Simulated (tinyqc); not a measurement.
# Decay of LO phonons and the hot-phonon bottleneck in the cooling of electrons, step by step

A worked calculation. Computed by tinyqc, a small Python program that keeps every step. Command: `OMP_NUM_THREADS=1 python tinyqc.py 3031791 3031792 out.jsonl hotphonon walk`. One thread of a shared host (Intel(R) Xeon(R) Processor @ 2.30GHz), about 0.01 s of CPU time with the checks. Intermediate numbers are printed to about 6 digits and carried at full precision; extremes and crossings named in words are read from the listed rows.

n(E, T) = 1/(exp(E/(k_B T)) - 1) is the Bose occupation. Electrons have a temperature T_e; the LO modes within their reach share one occupation N; the decay products stay at the lattice temperature.

Inputs (values chosen for the exercise, modelled on zinc oxide):
```
quantity                                             value    unit
LO energy hbar omega                                  72.2     meV
lifetime at T = 0, tau_0                               1.5      ps
share f of the energy in the softer product           0.24       -
lattice temperature T                                  300       K
electron mass m*                                      0.27     m_0
eps_inf                                               3.61       -
static dielectric constant eps_s                      8.15       -
electron density n                                 3.7e+17  1/cm^3
density of LO modes that the electrons reach, N_m  1.8e+19  1/cm^3
power supplied per electron P                          7.9      nW
step factor                                            0.8       -
```

Decay channel: two unequal phonons (Ridley).

Constants: k_B = 8.617333262e-05 eV/K; c = 299792458 m/s; e^2/(4 pi eps_0) = 14.39964548 eV angstrom; hbar^2/(2 m_0) = 3.80998212 eV angstrom^2; hbar = 6.582119569e-16 eV s; e = 1.602176634e-19 C; k_B = 1.380649e-23 J/K.

## Lifetime and Raman width

Decay rate 1/tau = (1/tau_0) [1 + n(f hbar omega) + n((1 - f) hbar omega)]. Full width Gamma = 1/(2 pi c tau) in 1/cm, c in cm/s.

thermal factor tau_0/tau = 2.18337

phonon lifetime tau = 0.687010 ps

Raman width Gamma = 7.72745 1/cm

equilibrium LO occupation N_0 = 0.0652443

Stimulated decay shortens the lifetime by 54 %.

## Spontaneous emission time

Froehlich coupling alpha = (e^2/(4 pi eps_0)) (1/eps_inf - 1/eps_s) k_0/(2 hbar omega), k_0 = sqrt(m* hbar omega/(hbar^2/(2 m_0))); emission time tau_sp = hbar/(2 alpha hbar omega); bottleneck ratio r = (n/N_m) tau/tau_sp.

alpha = 1.10069

emission time tau_sp = 4.14127 fs

bottleneck ratio r = 3.41003

r compares the rate at which electrons exchange quanta with a mode to its decay rate. Exchange outruns decay, so a hot population builds up if the power is high enough. Caution: alpha is above 1/2, so hbar/tau_sp exceeds hbar omega and the emission time, a weak-coupling result, is only rough.

## Electron and phonon temperatures in closed form

Net emission per electron: [(N + 1) x - N]/tau_sp with x = exp(-hbar omega/(k_B T_e)), a simple two-level balance; steady state of the modes: n [(N + 1) x - N]/tau_sp = N_m (N - N_0)/tau; power per electron P = hbar omega [(N + 1) x - N]/tau_sp. With p = P tau_sp/(hbar omega): N = N_0 + r p and x = (p + N)/(N + 1); without hot phonons N = N_0. The mode temperature T_LO solves n(hbar omega, T_LO) = N.

reduced power p = 0.00282822

LO occupation N = 0.0748886

electron temperature T_e = 318.949 K

T_e without hot phonons = 304.629 K

mode temperature T_LO = 314.510 K

Hot phonons raise T_e by 14 K. T_LO lies between the lattice and the electrons.

## The same balance by iteration

Eliminating N gives P(T_e) = (hbar omega/tau_sp) [(N_0 + 1) x - N_0]/[1 + r (1 - x)]. Newton steps on ln P against ln T_e, times the step factor, each limited to 0.7 in ln T_e and to keeping a fifth of T_e - T; start at 1.5 T; stop when |ln(P/P(T_e))| < 1e-9 or after 40 steps.

Iterations:
```
step  T_e (K)  P(T_e) (nW)  ln(P/P(T_e))
0     450.000      72.1852  -2.21237e+00
1     330.000      12.7210  -4.76388e-01
2     319.232       8.0218  -1.53011e-02
3     319.004       7.9237  -2.99327e-03
4     318.960       7.9047  -5.96105e-04
5     318.951       7.9009  -1.19120e-04
6     318.949       7.9002  -2.38200e-05
7     318.949       7.9000  -4.76383e-06
8     318.949       7.9000  -9.52760e-07
9     318.949       7.9000  -1.90552e-07
10    318.949       7.9000  -3.81104e-08
11    318.949       7.9000  -7.62207e-09
12    318.949       7.9000  -1.52442e-09
13    318.949       7.9000  -3.04880e-10
```

converged (1 yes, 0 no) = 1

T_e from the iteration = 318.949 K

Converged at step 13.

## Energy relaxation with and without hot phonons

P(T_e) = (hbar omega/tau_sp) [(N_0 + 1) x - N_0]/[1 + r (1 - x)], and r = 0 without hot phonons; energy relaxation time tau_E = (3/2) k_B (T_e - T)/P.

Cooling:
```
T_e (K)  P, cold phonons (nW)  P, hot phonons (nW)    ratio  tau_E (ps)          N
330                   52.6750              12.7210  4.14081   0.0488401  0.0807741
380                   145.854              36.1559  4.03402   0.0458231   0.109384
450                   280.092              72.1852  3.88018   0.0430346   0.153368
600                   554.148              155.393  3.56610   0.0399820   0.254948
800                   861.809              268.182  3.21352   0.0386113   0.392642
1100                  1206.97              428.316  2.81795   0.0386812   0.588133
1600                  1580.31              661.192  2.39009   0.0407183   0.872428
2300                  1884.84              923.443  2.04110   0.0448533    1.19258
```

Reabsorption cuts the loss by a factor 4.14 at the lowest T_e and 2.04 at the highest; the factor is 1 + r (1 - x) with r = 3.41. tau_E runs from 0.049 to 0.045 ps, with its shortest value, 0.039 ps, at T_e = 800 K, against tau_sp = 4.1 fs and a phonon lifetime of 0.69 ps. Pauli blocking is left out, as are upper valleys and non-parabolic bands, which can matter above about 1000 K.

Checks made by the program: iteration against the closed form (relative difference below 1e-10).
